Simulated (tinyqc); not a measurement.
Inside a calculation. Method: lattice vibrations of a chain. One step of it, computed by the program tinyqc.

Question. Dynamical matrix at q = 0.06. q is in units of 2 pi/a. A spring k from atom i to atom j, n cells on, adds k to Phi_ii and Phi_jj, -k exp(2 pi i q n) to Phi_ij and the conjugate to Phi_ji (for one atom a cell: 2k (1 - cos 2 pi q n)); D_ij = Phi_ij / sqrt(m_i m_j).

A chain moving along its axis:

| atom | mass (u) | spring to the next atom (eV/angstrom^2) |
|---|---|---|
| 1 | 118.900000 | 29.800000 |
| 2 | 83.200000 | 15.600000 |

Give: D(q).

Answer.

D(q) (eV/(angstrom^2 u)):
```
                 1                2
1           0.3818  -0.4454+0.0577i
2  -0.4454-0.0577i           0.5457
```
